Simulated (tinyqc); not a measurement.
The mass ratio: thresholds of impact ionisation and Auger recombination from band masses.

Inputs chosen for the exercise (out of a larger set: near those of InP, gap at low temperature and not tied to T; not measured data): Eg = 1.458 eV (gap at Gamma to the s-like level).

mu = me/mh is varied; thresholds in units of Eg for ionisation started by an electron, (1 + 2 mu)/(1 + mu), and by a heavy hole, (2 + mu)/(1 + mu).

Results:

| mu | electron (Eg) | hole (Eg) | electron (eV) | hole (eV) |
|---|---|---|---|---|
| 0.067 | 1.0628 | 1.9372 | 1.550 | 2.824 |
| 0.124 | 1.1103 | 1.8897 | 1.619 | 2.755 |
| 0.140 | 1.1228 | 1.8772 | 1.637 | 2.737 |
| 0.400 | 1.2857 | 1.7143 | 1.875 | 2.499 |
| 1.000 | 1.5000 | 1.5000 | 2.187 | 2.187 |
| 1.300 | 1.5652 | 1.4348 | 2.282 | 2.092 |

What can be read from this table?

The two thresholds add up to 3 Eg in every row and are equal, 3/2 Eg, at mu = 1. The lighter carrier has the lower threshold; in the first row the two differ by 1.275 eV, which would favour one carrier in avalanche multiplication. Real ionisation rates depend on the whole band structure and can be nearly equal although the edge masses differ.

tinyqc: `OMP_NUM_THREADS=1 python tinyqc.py 1850678 1850679 out.jsonl`; about 0.01 s, one thread, shared Intel(R) Xeon(R) Processor @ 2.30GHz.
